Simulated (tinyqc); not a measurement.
# Frequency dispersion of an accumulation capacitance by border traps, distributed model, step by step

Computed by the program tinyqc: `OMP_NUM_THREADS=1 python tinyqc.py 2202170 2202171 out.jsonl`, one thread of a shared Intel Xeon 2.30GHz, about 0.6 s for the whole run. Printed values are rounded.

Traps spread evenly through the insulator exchange electrons with the semiconductor by tunnelling, with tau(x) = t0 exp(2 ka x) at depth x from the interface. The admittance per area Y seen at depth x obeys dY/dx = -Y^2/(i w eps0 eox) + q Nb ln(1 + i w tau)/tau, with Y(0) = i w Cs and w = 2 pi f; the gate sees Y(tox) = G + i w C. Working variable y = Y/(i w), in uF/cm^2. Cox = eps0 eox/tox.

Inputs (values chosen for the exercise); permittivity close to that of zirconium oxide: relative permittivity of the insulator eox = 22.7; insulator thickness tox = 11 nm; semiconductor capacitance in accumulation Cs = 4.2 uF/cm^2; density of border traps Nb = 2.3e19 cm^-3 eV^-1; decay constant of the wave function in the insulator ka = 4.9 1/nm; time constant of a trap at the interface t0 = 3e-10 s; frequency f = 10000 Hz; depth down to which the steps are taken xe = 1.6 nm.

Constants: q = 1.602176634e-19 C, eps0 = 8.8541878128e-14 F/cm where lengths are in cm. Results are converted to the units shown.

## Scales and lumped estimate

Cox; trap-free value 1/(1/Cox + 1/Cs); response depth d = ln(1/(w t0))/(2 ka), where w tau = 1; lumped estimate: all traps within d act as C_bt = q Nb d placed at d/2, so C = 1/{1/[1/(1/Cs + d/(2 eps0 eox)) + C_bt] + (tox - d/2)/(eps0 eox)}.

Cox = 1.827182 uF/cm^2
trap-free C = 1.273259 uF/cm^2
d = 1.110104 nm
C_bt = 0.4090741 uF/cm^2
lumped C = 1.316940 uF/cm^2

The traps within reach amount to 0.0974 Cs and lie in the first 10.1 % of the insulator.

## Midpoint steps through the active depth

In terms of y: dy/dx = -y^2/(eps0 eox) + s(x), s = q Nb ln(1 + z)/z, z = i w tau. 10 midpoint steps of h = xe/10: y_half = y + (h/2) y'(x, y), y(new) = y + h y'(x + h/2, y_half).

| point | x (nm) | s (uF/(cm^2 nm)) | y (uF/cm^2) |
|---|---|---|---|
| 0 | 0 | 0.3685006-0.0000035i | 4.200000+0.000000i |
| 1 | 0.16 | 0.3685006-0.0000167i | 4.121246-0.000001i |
| 2 | 0.32 | 0.3685006-0.0000799i | 4.047488-0.000007i |
| 3 | 0.48 | 0.3685001-0.0003834i | 3.978328-0.000034i |
| 4 | 0.64 | 0.3684884-0.0018390i | 3.913409-0.000164i |
| 5 | 0.8 | 0.3682194-0.0088121i | 3.852398-0.000790i |
| 6 | 0.96 | 0.3622179-0.0412420i | 3.794810-0.003775i |
| 7 | 1.12 | 0.2788617-0.1329108i | 3.736507-0.016578i |
| 8 | 1.28 | 0.0964771-0.1173055i | 3.656120-0.038462i |
| 9 | 1.44 | 0.0222564-0.0469981i | 3.559919-0.048268i |
| 10 | 1.6 | 0.0047341-0.0145456i | 3.463442-0.049701i |

## Capacitance and conductance at the gate

y at xe = 3.463442-0.049701i uF/cm^2

Beyond xe the traps are ignored, so 1/y(tox) = 1/y(xe) + (tox - xe)/(eps0 eox); C = Re y, G/w = -Im y, loss tangent G/(w C).

y at the gate = 1.322090-0.007241i uF/cm^2
C = 1.322090 uF/cm^2
G/w = 0.007240944 uF/cm^2
loss tangent = 0.005476892

A fine integration over the whole insulator gives C = 1.3222 and G/w = 0.007504 uF/cm^2; the coarse G/w is 3.5 % below that. The fine C is 3.8 % above the trap-free value, and the lumped estimate is 0.40 % below the fine result.
